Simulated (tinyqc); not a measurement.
## Series resistance and length offset from two lengths at two overdrives

Question. In strong inversion R W = Rsd + k(x)(L - dL), k(x) = (1 + th1 x)/(mu0 Cox x), x the overdrive, Cox = eps0 eox/tox, with Rsd and dL independent of x. Find dL, Rsd, mu0 and th1.

Inputs (values chosen for the exercise):
- eox = 9.22 (relative permittivity of the gate insulator (close to aluminium oxide))
- tox = 7.3 nm (insulator thickness)

Constants: eps0 = 8.8541878128e-14 F/cm where lengths are in cm. Results are converted to the units shown.

total resistance times width (ohm um):
```
                  L = 0.052 um  L = 1.5 um
overdrive 0.48 V    547.508000  16987.8881
overdrive 0.9 V     385.487515  11103.7783
```

Solution. At each overdrive R W is a straight line in L; the two lines cross at L = dL, R W = Rsd. Their slopes give k x = (1 + th1 x)/(mu0 Cox), a straight line in x.

dL = 0.01100 um
Rsd = 82.00 ohm um
mu0 = 220.0 cm^2/(V s)
th1 = 0.7100 1/V

Computed by the program tinyqc: `OMP_NUM_THREADS=1 python tinyqc.py 2210112 2210113 out.jsonl`, one thread of a shared Intel Xeon 2.30GHz, about 0.01 s for the whole run.
